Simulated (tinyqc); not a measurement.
An infinitely deep well in a field (quantum-confined Stark shift), Airy functions: one step of the calculation.

Hard walls at x = -L/2 and +L/2; between them U(x) = -F x (eV, zero at the centre). C = hbar^2/(2 m0), e = (C F^2/m1)^(1/3), z1 = (F L/2 - E)/e at the left wall and z2 = (-F L/2 - E)/e at the right wall. Levels are the roots of D(E) = Ai(z1) Bi(z2) - Ai(z2) Bi(z1).

Task. Level without field and second-order shift. E_n(0) = C (n pi/L)^2/m1; second-order shift m1 F^2 L^4 (1 - 15/(pi n)^2)/(48 C pi^2 n^2).

Parameters, values chosen for the exercise: mass m1 = 0.35 m0; well width L = 13.7 nm; field F = 0.00024 V/nm; level sought n = 1.

Constants: q = 1.602176634e-19 C, hbar = 1.054571817e-34 J s, m0 = 9.1093837015e-31 kg, hbar^2/(2 m0) = 0.0380998212 eV nm^2. Results are converted to the units shown.

Wanted: E_n(0); second-order shift; F L/E_1(0).

Result.

E_n(0) = 0.0057242 eV
second-order shift = -0.020453 meV
F L/E_1(0) = 0.57441

tinyqc, about 0.02 s, one thread, Intel Xeon 2.30GHz (shared host): `OMP_NUM_THREADS=1 python tinyqc.py 2580014 2580015 out.jsonl`
